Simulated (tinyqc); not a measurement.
Worked calculation: Raman shift of the zone-centre optical phonon of a diamond-structure crystal under stress. Computed by tinyqc, a small Python program that keeps every step. Command: `OMP_NUM_THREADS=1 python tinyqc.py 3001867 3001868 out.jsonl ramanstress walk`. One thread of a shared host (Intel(R) Xeon(R) Processor @ 2.30GHz), about 0.01 s of CPU time with the checks. Intermediate numbers are printed to about 7 digits and carried at full precision; extremes and crossings named in words are read from the listed rows.

Axes x, y, z are the cube axes. Strain shifts the threefold optical mode and can split it; p, q and r are the phonon deformation potentials.

Inputs (values chosen for the exercise, modelled on silicon):
```
quantity,value,unit
unstrained frequency omega_0,520.1,1/cm
p/omega_0^2,-1.94,-
q/omega_0^2,-2.3,-
r/omega_0^2,-0.7,-
C11,163.4,GPa
C12,64.19,GPa
C44,80.64,GPa
stress sigma (tension positive),-0.3,GPa
polarisation angle phi,45,degree
temperature coefficient d omega/dT,-0.021,1/(cm K)
local temperature T,450,K
laser wavelength,514.5,nm
```

Stress state: biaxial. Axis: [111].

Constants: h = 6.62607015e-34 J s; c = 299792458 m/s; k_B = 1.380649e-23 J/K.

## Compliances

S11 = (C11 + C12)/D, S12 = -C12/D, D = (C11 - C12)(C11 + 2 C12), S44 = 1/C44.

S11 = 7.862166 1/TPa

S12 = -2.217463 1/TPa

S44 = 12.40079 1/TPa

## Stress and strain tensors

Equal biaxial stress in the plane normal to the axis (unit vector n): sigma_ij = sigma (delta_ij - n_i n_j). eps_xx = S11 sigma_xx + S12 (sigma_yy + sigma_zz), and cyclic; eps_xy = S44 sigma_xy/2 (tensor strain).

stress (GPa):
```
,x,y,z
x,-0.2,0.1,0.1
y,0.1,-0.2,0.1
z,0.1,0.1,-0.2
```

strain (per mille):
```
,x,y,z
x,-0.6854479,0.6200397,0.6200397
y,0.6200397,-0.6854479,0.6200397
z,0.6200397,0.6200397,-0.6854479
```

volume strain = -2.056344 per mille

## Secular matrix and shifts

Secular matrix: M_xx = p eps_xx + q (eps_yy + eps_zz), M_xy = 2 r eps_xy; its eigenvalues are omega^2 - omega_0^2, and the shifts are these over 2 omega_0.

M/(2 omega_0) (1/cm):
```
,x,y,z
x,1.165760,-0.225738,-0.225738
y,-0.225738,1.165760,-0.225738
z,-0.225738,-0.225738,1.165760
```

shifts, in rising order (1/cm): [0.714284, 1.391498, 1.391498]

The triplet splits into a singlet and a doublet. Compression hardens every mode.

## Mean shift and Grueneisen parameter

gamma = -(p + 2q)/(6 omega_0^2); the mean of the three shifts is -gamma omega_0 x (volume strain).

mode Grueneisen parameter gamma = 1.09

mean shift = 1.165760 1/cm

## The line seen from a (001) surface

Backscattering from a (001) surface: incident polarisation (cos phi, sin phi, 0). With Raman tensors (R_z)_xy = (R_z)_yx = 1 and cyclic, only the z component u_z of a mode counts: I = u_z^2 sin^2(2 phi) for parallel and u_z^2 cos^2(2 phi) for crossed polarisers. An unresolved line sits at the intensity-weighted shift, which is M_zz/(2 omega_0).

total intensity, parallel = 1

total intensity, crossed = 0

shift of the observed line = 1.165760 1/cm

shift per stress = -3.885866 1/(cm GPa)

stress per shift = -257.3429 MPa cm

Shear mixes z with x and y, so the line is a blend of modes with different shifts. Caution: this stress has components normal to the (001) face, so it cannot reach a free (001) surface; it can act on buried material.

## The same stress in different states

Uniaxial: sigma n n^T; biaxial: sigma (1 - n n^T); hydrostatic: sigma 1. The line seen from (001) is taken as unresolved, at the intensity-weighted shift M_zz/(2 omega_0).

Shifts (1/cm):
```
state,lowest,middle,highest,line seen from (001)
uniaxial [100],0.394153,0.677243,0.677243,0.677243
uniaxial [110],0.197091,0.677243,0.874305,0.677243
uniaxial [001],0.394153,0.677243,0.677243,0.394153
uniaxial [111],0.357142,0.357142,1.034356,0.582880
"biaxial, normal [001]",1.071396,1.071396,1.354487,1.354487
"biaxial, normal [111]",0.714284,1.391498,1.391498,1.165760
hydrostatic,1.748640,1.748640,1.748640,1.748640
```

Seen from (001), uniaxial stress along [100] and along [110] give the same shift (0.677), and equal biaxial stress in the plane gives twice as much (1.354), since only sigma_xx + sigma_yy and sigma_zz enter M_zz. Stress along [001] gives 0.394. One measured shift therefore fixes the stress only once its state is assumed: read as uniaxial in the plane, a shift implies twice the stress that it does read as biaxial.

## Heating mistaken for stress

A temperature above 300 K shifts the line by (d omega/dT)(T - 300 K); divided by the shift per stress it poses as a stress; the total shift adds it to the shift of the observed line. The anti-Stokes to Stokes ratio is [(omega_L + omega_0)/(omega_L - omega_0)]^3 exp(-h c omega_0/(k_B T)) in photon counts, omega_L = 1/wavelength, resonance effects left out.

thermal shift = -3.15 1/cm

apparent stress from heating = 0.8106301 GPa

total shift = -1.984240 1/cm

anti-Stokes/Stokes ratio = 0.2226146

Heating poses as tension, 270 % of the true stress in size; the intensity ratio gives T apart from the shift.

Checks made by the program: mean of the eigenvalues against the trace rule (relative difference below 1e-10); weighted mean of the modes against M_zz (relative difference below 1e-10).
